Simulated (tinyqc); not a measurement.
# From rate constant k back to temperature T

Model: collinear exchange A + BC -> AB + C on a London-Eyring-Polanyi-Sato surface: saddle, string of images and rate. Computed by tinyqc, a small Python program. Command: `OMP_NUM_THREADS=1 python tinyqc.py 3114222 3114223 out.jsonl leps inv`. One thread of a shared host (Intel(R) Xeon(R) Processor @ 2.30GHz), about 0.7 s of CPU time with the checks.

x = r(AB), y = r(BC), r(AC) = x + y. V is counted from separated atoms, the barrier from A + BC, that is V + D(BC).

Inputs (values chosen for the exercise, for a model exchange):
```
quantity            value           unit
D(AB)                3.29             eV
r0(AB)               1.39       angstrom
beta(AB)             2.04     1/angstrom
D(BC)                4.52             eV
r0(BC)               1.03       angstrom
beta(BC)             1.86     1/angstrom
D(AC)                3.39             eV
r0(AC)               1.65       angstrom
beta(AC)             1.87     1/angstrom
Sato parameter S    0.021              -
mass of A              35              u
mass of B              16              u
mass of C              12              u
step of the string   0.02  angstrom^2/eV
```

Constants: nu for 1 eV/(angstrom^2 u) = 15.6333042 THz; h x 1 THz = 4.135667696 meV; k_B = 1.380649e-23 J/K; u = 1.6605390666e-27 kg; k_B = 8.617333262e-05 eV/K.

Method:
- For each pair, with u = exp(-beta (r - r0)): Q = D [(3 + S) u^2 - (2 + 6 S) u]/(4 (1 + S)), J = D [(1 + 3 S) u^2 - (6 + 2 S) u]/(4 (1 + S)); V = Q1 + Q2 + Q3 - sqrt(((J1 - J2)^2 + (J2 - J3)^2 + (J3 - J1)^2)/2).
- String of 9 images between the fixed ends (r0(AB) + 2, r0(BC)) and (r0(AB), r0(BC) + 2), started on the two straight legs through (r0(AB) + 0.3, r0(BC) + 0.3): each iteration moves the inner images by -step x gradient (central differences) and spaces them evenly again along the broken line (coordinates are kept between 0.2 and 8 angstrom); stop when no coordinate changes by more than 1e-5 angstrom, at most 400 iterations.
- From the highest inner image, z -> z - H^-1 g with gradient g and Hessian H by central differences, steps capped at 0.15 angstrom, 12 steps.
- Wilson matrix G = [[1/m_A + 1/m_B, -1/m_B], [-1/m_B, 1/m_B + 1/m_C]]; eigenvalues lambda of G H give nu = 15.6333042 THz x sqrt(|lambda|), the negative one being imaginary. Reactant: nu_BC from k = 2 D beta^2 and 1/m_B + 1/m_C. Skew angle: cos = sqrt(m_A m_C/((m_A + m_B)(m_B + m_C))).
- One-dimensional rate constant without tunnelling, k = sqrt(k_B T/(2 pi mu)) [sinh(h nu_BC/(2 k_B T))/sinh(h nu_s/(2 k_B T))] exp(-barrier/(k_B T)) with mu = m_A (m_B + m_C)/(m_A + m_B + m_C); Wigner factor 1 + (h nu_i/(k_B T))^2/24; adiabatic barrier = barrier + h (nu_s - nu_BC)/2.

Question. A run gave the result below. Find the temperature T, known to lie between 610 and 1300 K.

rate constant k = 7.459476e-07 cm/s

Answer.

Each step takes the trial c = (a f_b - b f_a)/(f_b - f_a), f being the result less the target and a, b, c the logarithms of the listed values; c replaces end b, the old b replaces a if the sign of f changed, and otherwise f_a is halved.

Scan of the range:
```
temperature T (K)  rate constant k (cm/s)
610                           1.20011e-08
692                           3.93947e-07
785                           8.64330e-06
891                           1.34489e-04
1010                          1.48993e-03
1150                          1.34767e-02
1300                          8.50406e-02
```

False position (Illinois rule, in the logarithm of the input) inside the bracket:
```
step    end a    end b    trial  rate constant k (cm/s)
1     692.000  785.000  695.733             4.52982e-07
2     785.000  695.733  698.744             5.06431e-07
3     785.000  698.744  703.411             6.00893e-07
4     785.000  703.411  708.714             7.27834e-07
5     785.000  708.714  710.021             7.62699e-07
6     708.714  710.021  709.393             7.45752e-07
7     710.021  709.393  709.400             7.45946e-07
8     710.021  709.400  709.400             7.45950e-07
9     709.400  709.400  709.400             7.45948e-07
```

Rate constant k rises at every point of a 13-point scan of the range (every second point is shown), so one value fits; it is bracketed by 692 and 785. Answer: temperature T = 709.4 K.
